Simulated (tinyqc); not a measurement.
## Trapped share and trap depth from dynamic on-resistance

Problem. Traps remove the share ft of the electrons in the drain access (length Ld, sheet resistance Rsh before stress), so Ron grows by Rsh Ld ft/(1 - ft). The recovery time goes as T^(-2) exp(q Ea/(kB T)). Find ft and Ea.

Parameters, values chosen for the exercise:
- Ld = 12 um (drain access length)

Constants: q = 1.602176634e-19 C, kB = 1.380649e-23 J/K. Results are converted to the units shown.

Ron before and just after an off-state stress (ohm mm): [5.2346654, 6.5398679]
Rsh = 326.30062 ohm
recovery times at 320 and 410 K (s): [0.046, 3.7848023e-5]

Solution. The rise of Ron over Rsh Ld is ft/(1 - ft); ln(t T^2) is linear in 1/T.

ft = 0.250
Ea = 0.830 eV

Program tinyqc, `OMP_NUM_THREADS=1 python tinyqc.py 2570032 2570033 out.jsonl`; Intel Xeon 2.30GHz, shared host, one thread, about 0.02 s.
